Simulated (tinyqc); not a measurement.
Finite line against the semi-infinite law: electromigration in a confined line: Blech product, Korhonen stress evolution and Black's law. Computed by tinyqc, a small Python program. Command: `OMP_NUM_THREADS=1 python tinyqc.py 3008413 3008414 out.jsonl emigr walk`. One thread of a shared host (Intel(R) Xeon(R) Processor @ 2.30GHz), about 0.02 s of CPU time with the checks.

The electron wind pushes atoms from the cathode (x = 0) to the anode (x = L); blocking ends build a back stress (tension positive). The input rho is taken not to change with temperature. d sigma/dt = d/dx [kappa (d sigma/dx + G)], with zero flux at both ends and sigma = sigma_0 at t = 0.

Inputs (values chosen for the exercise, close to those used for cobalt lines): resistivity rho = 11.4 micro-ohm cm; atomic volume Omega = 11.1 angstrom^3; effective charge number Z* = 1.5; prefactor D0 = 1.1e-06 m^2/s; activation energy E = 1.35 eV; effective modulus B = 58 GPa; critical stress sigma_c = 400 MPa; initial stress sigma_0 = 110 MPa; current density j = 2.4 MA/cm^2; line length L = 22 um; test temperature T = 230 C.

Start: thermal stress.

Constants: e = 1.602176634e-19 C; k_B = 8.617333262e-05 eV/K; k_B = 1.380649e-23 J/K.

Method:
- G = Z* e rho j/Omega; D = D0 exp(-E/(k_B T)); kappa = D B Omega/(k_B T); drift velocity of an unconfined line v = D Z* e rho j/(k_B T). SI: 1 micro-ohm cm = 1e-8 ohm m, 1 MA/cm^2 = 1e10 A/m^2.
- Temperatures in kelvin are T(C) + 273.15.
- At steady state sigma(x) = sigma_0 + G (L/2 - x). A void forms only if the cathode stress reaches sigma_c, that is if j L exceeds (j L)_c = 2 Omega (sigma_c - sigma_0)/(Z* e rho). Time scale tau = L^2/kappa.
- sigma(x, t) = sigma_0 + G L [1/2 - x/L - 4 sum_(m odd) cos(m pi x/L) exp(-m^2 pi^2 s)/(m pi)^2], s = t/tau, summed to m = 399.
- Semi-infinite line: sigma(0, t) = sigma_0 + 2 G L sqrt(s/pi). One-term form: keep m = 1 alone.

tau = 43892.6 h

stress gradient G = 59.2372 MPa/um

Cathode stress (MPa):
```
s           t (h)  full series  semi-infinite  one term
0.002  8.7785e+01       175.76          175.8    243.76
0.005  2.1946e+02       213.98          214.0    258.87
0.01   4.3893e+02       257.05          257.1    283.07
0.02   8.7785e+02       317.96          318.0    328.05
0.05   2.1946e+03       438.47          438.8    439.16
0.1    4.3893e+03       564.75          575.0    564.75
0.2    8.7785e+03       688.24          767.6    688.24
0.4    1.7557e+04       751.42         1040.0    751.42
0.8    3.5114e+04       761.41         1425.3    761.41
```

Among these rows the semi-infinite law holds to 1 % up to s = 0.05 and the one-term form from s = 0.05 on: the far end is felt once sqrt(kappa t) is no longer small against L, and by then the terms with m > 1 have nearly died out. The critical stress 400 MPa is passed between s = 0.02 and 0.05. Caution: rows beyond sigma_c are formal, since a void ends the model there.
